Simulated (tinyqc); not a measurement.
# Off-state leakage of single and stacked transistors: what changes with what

n-channel devices of unit width. Subthreshold current I(Vg, Vs, Vd) = I0 (T/300 K)^0.5 exp[(Vg - Vs - VT(T) - gb (Vs - Vb) + dd (Vd - Vs))/(nf Vt)] (1 - exp(-(Vd - Vs)/Vt)), VT(T) = VT - cT (T - 300 K). Gate-edge tunnelling Ig (Vd/1 V) exp(ag (Vd - 1 V)), for a gate at 0 V, and band-to-band leakage Ab u exp(-Bb/u), u = Vd - Vb + 1 V, flow at a drain held at V; both are taken as independent of T. In a stack of off transistors (all gates at 0 V) the same subthreshold current passes through each.

Parameters, values chosen for the exercise; values of the order met in bulk silicon logic transistors:
- T = 398 K (temperature)
- V = 0.7 V (supply voltage)
- VT = 0.26 V (threshold at 300 K, zero drain and body bias)
- cT = 0.7 mV/K (fall of the threshold with temperature)
- I0 = 0.4 uA/um (current at threshold at 300 K)
- nf = 1.36 (slope factor)
- dd = 0.05 (drain-induced lowering per volt)
- gb = 0.13 (rise of the threshold per volt of source-body bias)
- Ig = 7e-6 uA/um (gate-edge tunnelling current at 1 V)
- ag = 4.2 1/V (exponential slope of the gate current)
- Ab = 20 uA/(um V) (prefactor of band-to-band leakage at the drain)
- Bb = 21 V (its exponential voltage)
- Vb = -0.3 V (body voltage)

Constants: q = 1.602176634e-19 C, kB = 1.380649e-23 J/K, Vt = kB T/q. Results are converted to the units shown.

Each table varies one quantity; the others keep the values above.

## Subthreshold current against the height of the stack

All n gates at 0 V, bottom source at 0 V, top drain at V; node voltages follow from equal currents.

Subthreshold current against the height of the stack:

| n | I (nA/um) | reduction factor | drain voltage of the bottom device (mV) | source voltage of the top device (mV) | voltage across the top device (V) |
|---|---|---|---|---|---|
| 1 | 6.984 | 1.000 | 700.0 | 0 | 0.7000 |
| 2 | 2.428 | 2.876 | 41.76 | 41.76 | 0.6582 |
| 3 | 1.486 | 4.699 | 19.96 | 61.17 | 0.6388 |
| 4 | 1.074 | 6.502 | 13.28 | 74.00 | 0.6260 |
| 5 | 0.8419 | 8.296 | 9.984 | 83.63 | 0.6164 |
| 6 | 0.6927 | 10.08 | 8.009 | 91.34 | 0.6087 |

Read the table: what changes, and by how much?

The second transistor cuts the current by a factor of 2.88, the third by a further 1.63 and the sixth by 1.22. The top device keeps 87.0 % of the supply at n = 6, while the drain voltage of the bottom one falls to 0.234 Vt.

## Leakage components against the supply voltage

Same model as above.

One transistor with Vg = Vs = 0, Vd = V; stack factor I(one)/I(two in series).

Results:

| V (V) | subthreshold (nA/um) | gate edge (nA/um) | band-to-band (nA/um) | total (nA/um) | stack factor | largest part |
|---|---|---|---|---|---|---|
| 0.5 | 5.6363 | 4.2860e-4 | 0.30870 | 5.9454 | 2.5126 | subthreshold |
| 0.6 | 6.2740 | 7.8277e-4 | 0.60213 | 6.8769 | 2.6847 | subthreshold |
| 0.8 | 7.7742 | 0.0024176 | 1.9068 | 9.6834 | 3.0893 | subthreshold |
| 0.9 | 8.6538 | 0.0041394 | 3.1471 | 11.805 | 3.3263 | subthreshold |
| 1 | 9.6330 | 0.0070000 | 4.9827 | 14.623 | 3.5899 | subthreshold |
| 1.1 | 10.723 | 0.011719 | 7.6061 | 18.341 | 3.8830 | subthreshold |
| 1.2 | 11.936 | 0.019457 | 11.243 | 23.199 | 4.2088 | subthreshold |
| 1.3 | 13.287 | 0.032081 | 16.153 | 29.472 | 4.5709 | band-to-band |
| 1.4 | 14.790 | 0.052582 | 22.623 | 37.466 | 4.9732 | band-to-band |

Estimate the missing row, V = 0.7 V.

Computed row:

| V (V) | subthreshold (nA/um) | gate edge (nA/um) | band-to-band (nA/um) | total (nA/um) | stack factor | largest part |
|---|---|---|---|---|---|---|
| 0.7 | 6.9839 | 0.0013899 | 1.1015 | 8.0868 | 2.8762 | subthreshold |

With this row back in the table: As V goes from 0.5 to 1.4, the total leakage rises from 5.95 to 37.5 nA/um. The subthreshold part leads at V = 0.5, the band-to-band part from 1.3 on. The reduction by a stack of two rises from 2.51 to 4.97, for the subthreshold part alone.

Computed by the program tinyqc: `OMP_NUM_THREADS=1 python tinyqc.py 2242163 2242164 out.jsonl`, one thread of a shared Intel Xeon 2.30GHz, about 0.04 s for the whole run.
